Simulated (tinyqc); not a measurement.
Quantum well in an electric field by finite differences: one step. Lowest levels on the coarse grid. Four cases, with inputs chosen for the exercise.

Task: Diagonalise the symmetric tridiagonal matrix; give the three lowest levels and the weights u_i^2 (sum 1) of the two lowest.

Case 1.

diagonal H_ii (eV): 0.487638  0.490368  0.498545  0.212791  0.221591  0.224321  0.227051  0.223711  0.514925  0.512208  0.514938

H_(i,i+1) (eV): -0.100644  -0.100644  -0.106091  -0.112161  -0.112161  -0.112161  -0.112161  -0.106091  -0.100644  -0.100644

Case 2.

diagonal H_ii (eV): 0.961716  0.983316  1.025859  0.404709  0.452617  0.474217  0.469509  1.133859  1.134516  1.156116

H_(i,i+1) (eV): -0.184458  -0.184458  -0.205401  -0.231708  -0.231708  -0.231708  -0.205401  -0.184458  -0.184458

Case 3.

diagonal H_ii (eV): 0.674432  0.682712  0.701319  0.431321  0.450997  0.459277  0.467557  0.475837  0.472721  0.759279  0.757232  0.765512

H_(i,i+1) (eV): -0.209986  -0.209986  -0.220313  -0.231708  -0.231708  -0.231708  -0.231708  -0.231708  -0.220313  -0.209986  -0.209986

Case 4.

diagonal H_ii (eV): 0.707158  0.722638  0.738118  0.800050  0.454123  0.556744  0.572224  0.587704  0.516043  0.892930  0.861958  0.877438  0.892918

H_(i,i+1) (eV): -0.152519  -0.152519  -0.152519  -0.198971  -0.286112  -0.286112  -0.286112  -0.286112  -0.198971  -0.152519  -0.152519  -0.152519

Give: levels; weights on the points.

Result:

Case 1.

levels (eV): 0.0242  0.0933  0.1935

weights on the points:
```
             1      2      3      4      5      6      7      8      9     10     11
level 1  0.000  0.000  0.007  0.122  0.259  0.299  0.219  0.089  0.005  0.000  0.000
level 2  0.000  0.002  0.022  0.278  0.178  0.002  0.225  0.272  0.020  0.001  0.000
```

Case 2.

levels (eV): 0.0649  0.2600  0.5289

weights on the points:
```
             1      2      3      4      5      6      7      8      9     10
level 1  0.000  0.000  0.011  0.224  0.361  0.283  0.115  0.005  0.000  0.000
level 2  0.000  0.002  0.030  0.358  0.049  0.172  0.366  0.022  0.001  0.000
```

Case 3.

levels (eV): 0.0325  0.1313  0.2706

weights on the points:
```
             1      2      3      4      5      6      7      8      9     10     11     12
level 1  0.000  0.002  0.016  0.117  0.218  0.252  0.210  0.128  0.051  0.006  0.001  0.000
level 2  0.001  0.009  0.047  0.218  0.159  0.007  0.079  0.241  0.202  0.033  0.005  0.001
```

Case 4.

levels (eV): 0.0452  0.2006  0.4349

weights on the points:
```
             1      2      3      4      5      6      7      8      9     10     11     12
level 1  0.000  0.000  0.001  0.014  0.180  0.276  0.264  0.178  0.082  0.005  0.000  0.000
level 2  0.000  0.000  0.004  0.037  0.282  0.114  0.012  0.232  0.292  0.027  0.002  0.000

            13
level 1  0.000
level 2  0.000
```

Computed by tinyqc, one run a case: `OMP_NUM_THREADS=1 python tinyqc.py N N+1 out.jsonl` with N = 1252718, 1280132, 1280152, 1280356; one thread of a shared Intel(R) Xeon(R) Processor @ 2.30GHz, about 0.04 s a run at most.
